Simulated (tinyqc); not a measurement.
Two coupled magnetic layers: synthetic antiferromagnet, spin flop, exchange bias and magnetoresistance: one step, computed by the program tinyqc. Command: `OMP_NUM_THREADS=1 python tinyqc.py 3019895 3019896 out.jsonl saf walk`. One thread of a shared host (Intel(R) Xeon(R) Processor @ 2.30GHz), about 0.3 s of CPU time with the checks.

Moments lie in the plane at the angles p1, p2 from the field. Energy per area: E = J1 cos(p1 - p2) + J2 cos^2(p1 - p2) - B M_s (t1 cos p1 + t2 cos p2) + K (t1 sin^2 p1 + t2 sin^2 p2).

Question. Saturation field. The parallel state is stable while the Hessian at p1 = p2 = 0 is positive: with c = J1 + 2 J2 and u = B M_s + 2K, (u t1 - c)(u t2 - c) > c^2, so B_sat M_s = c (1/t1 + 1/t2) - 2K. B_K = 2K/M_s.

Inputs (values chosen for the exercise, for a model stack):
```
quantity                         value    unit
saturation magnetisation M_s      1300    kA/m
thickness t1                       2.9      nm
thickness t2                       1.9      nm
antiferromagnetic coupling J1     0.16  mJ/m^2
biquadratic coupling J2          0.023  mJ/m^2
in-plane anisotropy K               13  kJ/m^3
field over the saturation field   0.36       -
```

Field direction: along the easy axis.

Give: exchange field c (1/t1 + 1/t2)/M_s; B_K; saturation field B_sat; applied field B.

Answer.

exchange field c (1/t1 + 1/t2)/M_s = 138.04 mT

B_K = 20 mT

saturation field B_sat = 118.04 mT

applied field B = 42.495 mT
